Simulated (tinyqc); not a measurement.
From <S_z> back to exchange J1: Heisenberg spin cluster by exact diagonalisation: multiplets, susceptibility, level crossings. Computed by tinyqc, a small Python program. Command: `OMP_NUM_THREADS=1 python tinyqc.py 3029055 3029056 out.jsonl spincl inv`. One thread of a shared host (Intel(R) Xeon(R) Processor @ 2.30GHz), about 0.02 s of CPU time with the checks.

H = J1 sum S_i.S_j over the bonds 1-2, 2-3 + J2 sum over 1-3 - g mu_B B S_z; J > 0 is antiferromagnetic.

Inputs (values chosen for the exercise, for a model cluster):
```
quantity       value  unit
exchange J2      2.3   meV
g factor        2.21     -
temperature T     28     K
field B          1.1     T
```

Cluster: triangle, two J1 bonds and one J2 bond. Spin s of each site: 1.

Constants: k_B = 8.617333262e-05 eV/K; mu_B = 5.7883818060e-05 eV/T.

Method. Every multiplet has one member in the block S_z = 0; diagonalise it and read the total spin from <S^2> = S (S + 1). Each multiplet splits as E - g mu_B B m; <S_z> is the Boltzmann mean. The first level crossing is at the smallest (E_S - E_0)/(g mu_B (S - S_0)) over higher spins (0 if the ground state has the highest spin).

Question. A run gave the result below. Find the exchange J1, known to lie between 1.8 and 3.7 meV.

<S_z> = 0.03908835

Answer.

Each step takes the trial c = (a f_b - b f_a)/(f_b - f_a), f being the result less the target and a, b, c the logarithms of the listed values; c replaces end b, the old b replaces a if the sign of f changed, and otherwise f_a is halved.

Scan of the range:
```
exchange J1 (meV)      <S_z>
1.80               0.0455219
2.03               0.0432461
2.29               0.0409576
2.58               0.0387662
2.91               0.0367345
3.28               0.0350194
3.70               0.0337281
```

False position (Illinois rule, in the logarithm of the input) inside the bracket:
```
step    end a    end b    trial      <S_z>
1     2.29000  2.58000  2.53518  0.0390800
2     2.29000  2.53518  2.53289  0.0390962
3     2.53518  2.53289  2.53400  0.0390883
4     2.53289  2.53400  2.53400  0.0390884
```

<S_z> falls at every point of a 13-point scan of the range (every second point is shown), so one value fits; it is bracketed by 2.29 and 2.58. Answer: exchange J1 = 2.534 meV.
